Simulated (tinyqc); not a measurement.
Worked calculation: plane-wave Kohn-Sham cycle with exchange-only LDA in a layered model solid. Computed by tinyqc, a small Python program that keeps every step. Settings: points = 16, plane-wave index or count = 3, electrons = 4, k points = 1, area = 34.0, mixing = 0.3, iteration cap = 55. Command: `OMP_NUM_THREADS=1 python tinyqc.py 21403 21404 out.jsonl` (the two numbers bound the seeds that draw the settings). One thread of a shared host (Intel(R) Xeon(R) Processor @ 2.60GHz), about 0.01 s of CPU time with the checks. Later iterations appear only in the table of the cycle.

## Iteration 1: potential

A solid whose potential varies along x alone (atomic units):
```
parameter                      value
period a                   12.100000
cross-section of the cell  34.000000
electrons per cell                 4
grid points                       16
plane waves -n..n, n               3
k points                           1
V1 in V1 cos(2 pi x/a)     -0.650000
V2 in V2 cos(4 pi x/a)     -0.220000
```

density at the start, on the grid x_j = j a/N (e/bohr^3): 0.00972290  0.00972290  0.00972290  0.00972290  0.00972290  0.00972290  0.00972290  0.00972290  0.00972290  0.00972290  0.00972290  0.00972290  0.00972290  0.00972290  0.00972290  0.00972290

V_H(G) = 4 pi rho(G)/G^2 for G != 0 (uniform background); v_x = -(3 rho/pi)^(1/3); V = V_ext + V_H + v_x; Fourier components f(G_m) = (1/N) sum_j f(x_j) exp(-i G_m x_j).

Potentials on the grid (hartree):
```
x              V_ext       V_H        v_x          V
0.000000   -0.870000  0.000000  -0.210179  -1.080179
0.756250   -0.756085  0.000000  -0.210179  -0.966264
1.512500   -0.459619  0.000000  -0.210179  -0.669798
2.268750   -0.093181  0.000000  -0.210179  -0.303360
3.025000    0.220000  0.000000  -0.210179   0.009821
3.781250    0.404308  0.000000  -0.210179   0.194129
4.537500    0.459619  0.000000  -0.210179   0.249441
5.293750    0.444958  0.000000  -0.210179   0.234779
6.050000    0.430000  0.000000  -0.210179   0.219821
6.806250    0.444958  0.000000  -0.210179   0.234779
7.562500    0.459619  0.000000  -0.210179   0.249441
8.318750    0.404308  0.000000  -0.210179   0.194129
9.075000    0.220000  0.000000  -0.210179   0.009821
9.831250   -0.093181  0.000000  -0.210179  -0.303360
10.587500  -0.459619  0.000000  -0.210179  -0.669798
11.343750  -0.756085  0.000000  -0.210179  -0.966264
```

V(G_m), m = 0, 1, 2, ... (hartree): -0.210179  -0.325000  -0.110000  0.000000  0.000000  0.000000  0.000000

## Iteration 1: Hamiltonian at one k

k = 0.000000 2 pi / a

H(m,m') = (k + G_m)^2/2 delta + V(G_m - G_m'), with V(-G) = V(G).

H (hartree):
```
           -3         -2         -1         +0         +1         +2         +3
-3   1.003214  -0.325000  -0.110000   0.000000   0.000000   0.000000   0.000000
-2  -0.325000   0.329107  -0.325000  -0.110000   0.000000   0.000000   0.000000
-1  -0.110000  -0.325000  -0.075357  -0.325000  -0.110000   0.000000   0.000000
+0   0.000000  -0.110000  -0.325000  -0.210179  -0.325000  -0.110000   0.000000
+1   0.000000   0.000000  -0.110000  -0.325000  -0.075357  -0.325000  -0.110000
+2   0.000000   0.000000   0.000000  -0.110000  -0.325000   0.329107  -0.325000
+3   0.000000   0.000000   0.000000   0.000000  -0.110000  -0.325000   1.003214
```

## Iteration 1: levels at that k

Diagonalise the Hermitian matrix.

eigenvalues (hartree): -0.781252  -0.236027  0.150805  0.430290  0.468215  1.134776  1.136942

## Iteration 1: new density

Motion across x is left out: the lowest 2 band(s) hold two electrons at each of the k points (j + 1/2)/nk - 1/2. Residual R = rho(out) - rho(in); rho(new) = rho(in) + 0.3 R. rho(out) = 2/(a A nk) sum |psi|^2 with psi = sum c exp(i G x). Harris energy E = band energy - dV sum rho (V_H/2 + v_x) + (3/4) dV sum rho v_x with rho(in), dV = a A/N, band energy = (2/nk) sum of the filled levels.

rho(out) (e/bohr^3): 0.02381092  0.02600585  0.02354116  0.01224568  0.00325811  0.00055063  0.00018578  0.00008944  0.00000213  0.00008944  0.00018578  0.00055063  0.00325811  0.01224568  0.02354116  0.02600585

density after iteration 1 (e/bohr^3): 0.01394930  0.01460778  0.01386838  0.01047973  0.00778346  0.00697122  0.00686176  0.00683286  0.00680667  0.00683286  0.00686176  0.00697122  0.00778346  0.01047973  0.01386838  0.01460778

energy per cell = -1.82437851 hartree

## Iteration 2: potential

As before.

Potentials on the grid (hartree):
```
x              V_ext        V_H        v_x          V
0.000000   -0.870000   0.209841  -0.237051  -0.897210
0.756250   -0.756085   0.194131  -0.240724  -0.802677
1.512500   -0.459619   0.144226  -0.236591  -0.551985
2.268750   -0.093181   0.066312  -0.215497  -0.242366
3.025000    0.220000  -0.017572  -0.195156   0.007273
3.781250    0.404308  -0.088724  -0.188116   0.127468
4.537500    0.459619  -0.140485  -0.187127   0.132008
5.293750    0.444958  -0.171719  -0.186864   0.086375
6.050000    0.430000  -0.182180  -0.186625   0.061196
6.806250    0.444958  -0.171719  -0.186864   0.086375
7.562500    0.459619  -0.140485  -0.187127   0.132008
8.318750    0.404308  -0.088724  -0.188116   0.127468
9.075000    0.220000  -0.017572  -0.195156   0.007273
9.831250   -0.093181   0.066312  -0.215497  -0.242366
10.587500  -0.459619   0.144226  -0.236591  -0.551985
11.343750  -0.756085   0.194131  -0.240724  -0.802677
```

V(G_m), m = 0, 1, 2, ... (hartree): -0.207739  -0.240721  -0.106317  0.000739  0.001155  0.000375  -0.000003

## Iteration 2: Hamiltonian at one k

k = 0.000000 2 pi / a

As before.

H (hartree):
```
           -3         -2         -1         +0         +1         +2         +3
-3   1.005654  -0.240721  -0.106317   0.000739   0.001155   0.000375  -0.000003
-2  -0.240721   0.331547  -0.240721  -0.106317   0.000739   0.001155   0.000375
-1  -0.106317  -0.240721  -0.072918  -0.240721  -0.106317   0.000739   0.001155
+0   0.000739  -0.106317  -0.240721  -0.207739  -0.240721  -0.106317   0.000739
+1   0.001155   0.000739  -0.106317  -0.240721  -0.072918  -0.240721  -0.106317
+2   0.000375   0.001155   0.000739  -0.106317  -0.240721   0.331547  -0.240721
+3  -0.000003   0.000375   0.001155   0.000739  -0.106317  -0.240721   1.005654
```

## Iteration 2: levels at that k

As before.

eigenvalues (hartree): -0.626504  -0.141977  0.114226  0.377966  0.427674  1.083751  1.085692

## Iteration 2: new density

As before.

rho(out) (e/bohr^3): 0.02290240  0.02470969  0.02269885  0.01292301  0.00433142  0.00110964  0.00040993  0.00014925  0.00000036  0.00014925  0.00040993  0.00110964  0.00433142  0.01292301  0.02269885  0.02470969

density after iteration 2 (e/bohr^3): 0.01663523  0.01763835  0.01651752  0.01121271  0.00674785  0.00521274  0.00492621  0.00482778  0.00476478  0.00482778  0.00492621  0.00521274  0.00674785  0.01121271  0.01651752  0.01763835

energy per cell = -1.41133360 hartree

## Convergence

Stop when sqrt(dV sum R^2) is below 1e-8, dV = a A/N.

Course of the cycle:
```
iteration  E (hartree)  norm of the residual
1          -1.82437851              2.17e-01
2          -1.41133360              1.40e-01
3          -1.23705458              8.68e-02
4          -1.17021803              5.19e-02
5          -1.14689972              3.07e-02
6          -1.13948705              1.85e-02
7          -1.13737770              1.17e-02
8          -1.14540355              1.73e-01
9          -1.18981492              6.96e-02
10         -1.15364586              4.39e-02
11         -1.14147060              2.82e-02
...                ...                   ...
45         -1.15471268              4.67e-02
46         -1.14178355              3.04e-02
47         -1.13783097              2.03e-02
48         -1.14449664              1.68e-01
49         -1.19278282              7.30e-02
50         -1.15471268              4.67e-02
51         -1.14178355              3.04e-02
52         -1.13783097              2.03e-02
53         -1.14449664              1.68e-01
54         -1.19278283              7.30e-02
55         -1.15471268              4.67e-02
```

Not converged within 55 iterations: the residual wanders without falling. Reruns (cap 100 unless said): mixing 0.1: not converged; mixing 0.5, Kerker q0 1.0: not converged; mixing 0.3, Pulay depth 5: converged in 21 (E = -1.13706); the original settings with a cap of 400: not converged.
